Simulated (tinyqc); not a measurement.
Read current of a NAND string, cells in series solved by shooting: one step of the calculation.

Cells in series, numbered from 0 at the source line (0 V) to the bit line, each followed by a gap resistance Rg. A cell with gate Vg, threshold VT, source Vs and drain Vd passes I = 2 nf K Vt^2 [F(Vs) - F(Vd)]/(1 + th max(Vg - VT, 0)), F(V) = ln^2(1 + exp((Vg - VT - nf V)/(2 nf Vt))). The selected cell has Vg = Vr, the others Vg = Vp.

Question. Node voltages for a trial current. For a trial current I start at 0 V and, cell by cell (the selected one is cell 2), solve for the drain: sqrt(F(Vd)) = sqrt(F(Vs) - I/k), k = 2 nf K Vt^2/(1 + th max(Vg - VT, 0)), Vd = [Vg - VT - 2 nf Vt ln(exp(sqrt F) - 1)]/nf, then add I Rg.

Inputs (values chosen for the exercise); values of the order met in vertical NAND strings: temperature T = 300 K; gain factor of a cell K = 6.1 uA/V^2; slope factor nf = 2.2; mobility reduction factor th = 0.08 1/V; resistance of the gap between cells Rg = 11 kohm; bit-line voltage Vbl = 0.4 V; pass voltage Vp = 7.2 V; read voltage on the selected word line Vr = 3.11 V.

Constants: q = 1.602176634e-19 C, kB = 1.380649e-23 J/K, Vt = kB T/q. Results are converted to the units shown.

second trial current = 0.76 uA
thresholds from the source end, cell 0 to 3 (V): 3.3  3.3  1.9  -1.5

Find: node voltage after each cell and gap, trial 2.

Answer.

node voltage after each cell and gap, trial 2, cell 0 to 3 (V): 0.050781  0.10285  0.28343  0.31804

Program tinyqc, `OMP_NUM_THREADS=1 python tinyqc.py 2142152 2142153 out.jsonl`; Intel Xeon 2.30GHz, shared host, one thread, about 0.5 s.
